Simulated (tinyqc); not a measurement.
A particle near a wafer in liquid: double-layer and van der Waals forces (DLVO), deposition barrier and removal: one step, computed by the program tinyqc. Command: `OMP_NUM_THREADS=1 python tinyqc.py 3110931 3110932 out.jsonl dlvo walk`. One thread of a shared host (Intel(R) Xeon(R) Processor @ 2.30GHz), about 0.01 s of CPU time with the checks.

Sphere and flat wall, Derjaguin approximation, constant potentials in the linear-superposition form, no retardation and no hydration force.

Question. The curve. U(h) = Z R exp(-kappa h) - A R/(6 h); F(h) = -dU/dh = kappa Z R exp(-kappa h) - A R/(6 h^2), positive for repulsion.

Inputs (values chosen for the exercise, of the order of those for alumina on silica in water): particle radius R = 63 nm; Hamaker constant A = 1.2e-20 J; temperature T = 298 K.

kappa = 0.09704615 1/nm

Z = -17.48884 pN

Constants: k_B = 1.380649e-23 J/K.

Give: the table «Against the gap» with the columns kappa h, U (k_B T), F (pN), for h (nm) = 0.4, 0.6, 1.0, 1.5, 2.5, 4.0, 7.0, 12.0, 20.0, 40.0.

Answer.

Against the gap:

| h (nm) | kappa h | U (k_B T) | F (pN) |
|---|---|---|---|
| 0.4 | 0.039 | -334.2 | -8.904e+02 |
| 0.6 | 0.058 | -303.7 | -4.509e+02 |
| 1.0 | 0.097 | -273.7 | -2.230e+02 |
| 1.5 | 0.146 | -251.9 | -1.484e+02 |
| 2.5 | 0.243 | -222.4 | -1.041e+02 |
| 4.0 | 0.388 | -189.3 | -8.040e+01 |
| 7.0 | 0.679 | -140.1 | -5.678e+01 |
| 12.0 | 1.165 | -86.1 | -3.424e+01 |
| 20.0 | 1.941 | -40.0 | -1.567e+01 |
| 40.0 | 3.882 | -6.3 | -2.283e+00 |

Caution: in rows where h is not small against R, A R/(6 h) overstates the van der Waals term. Caution: in rows with kappa h below 1 linear superposition is only rough.
